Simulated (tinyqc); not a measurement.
Boltzmann transport in a parabolic band with a power-law relaxation time: one step. Transport coefficients. Two cases, with inputs chosen for the exercise.

Problem. Form the ratios; u is the mean energy carried, in kT.

tau = tau0 x^r with x = E/kT. With K_j = Gamma(j + 1) F_j(eta): <tau> = tau0 (r + 3/2) K_(r+1/2)/((3/2) K_(1/2)); mu = <tau>/(mc m0/e), m0/e = 5.685630e-12 kg/C; Hall factor rH = (3/2) K_(1/2) (2r + 3/2) K_(2r+1/2)/((r + 3/2) K_(r+1/2))^2; Seebeck S = -(kB/e) [(r + 5/2) K_(r+3/2)/((r + 3/2) K_(r+1/2)) - eta]; Lorenz number L = (kB/e)^2 [(r + 7/2) K_(r+5/2)/((r + 3/2) K_(r+1/2)) - ((r + 5/2) K_(r+3/2)/((r + 3/2) K_(r+1/2)))^2]; kB/e in V/K. Valley anisotropy is left out of rH.

Constants: kB = 8.617333262e-05 eV/K.

Case 1.

Values chosen (out of a larger set: masses near those of InAs; tau0 is set for a mobility of the usual size at this n, kL is a free input; freeze-out and phonon drag, which matter near 77 K, are left out; not measured data): r = 1.5 (exponent of tau).

F_j and K_j:
```
j           F_j       K_j
0.500  3.395647  3.009314
2.000  6.214936  12.42987
3.000  7.743018  46.45811
4.000  8.864313  212.7435
3.500  8.354103  97.17266
```

eta = 2.371226

Case 2.

Values chosen (out of a larger set: masses near those of InP; tau0 is set for a mobility of the usual size at this n, kL is a free input; freeze-out and phonon drag, which matter near 77 K, are left out; not measured data): r = 0 (exponent of tau).

F_j and K_j:
```
j           F_j       K_j
0.500  5.245559  4.648755
1.500  9.705272  12.90161
2.500  14.55121  48.35877
```

eta = 3.394209

Give: <tau>/tau0; rH; u; S; L.

Solution.

Case 1.

<tau>/tau0 = 8.261
rH = 1.420
u = 4.983
S = -225.1 microvolt/K
L = 2.741 1e-8 W ohm/K^2

The non-degenerate limits are rH = 1.933, u = r + 5/2 = 4 and L = (r + 5/2)(kB/e)^2 = 2.970; the degenerate ones are rH = 1 and L = 2.443.

Case 2.

<tau>/tau0 = 1.000
rH = 1.000
u = 4.625
S = -106.1 microvolt/K
L = 2.137 1e-8 W ohm/K^2

The non-degenerate limits are rH = 1.000, u = r + 5/2 = 2.5 and L = (r + 5/2)(kB/e)^2 = 1.856; the degenerate ones are rH = 1 and L = 2.443.

Computed by tinyqc, one run a case: `OMP_NUM_THREADS=1 python tinyqc.py N N+1 out.jsonl` with N = 1651030, 1651061; one thread of a shared Intel(R) Xeon(R) Processor @ 2.30GHz, about 0.01 s a run at most.
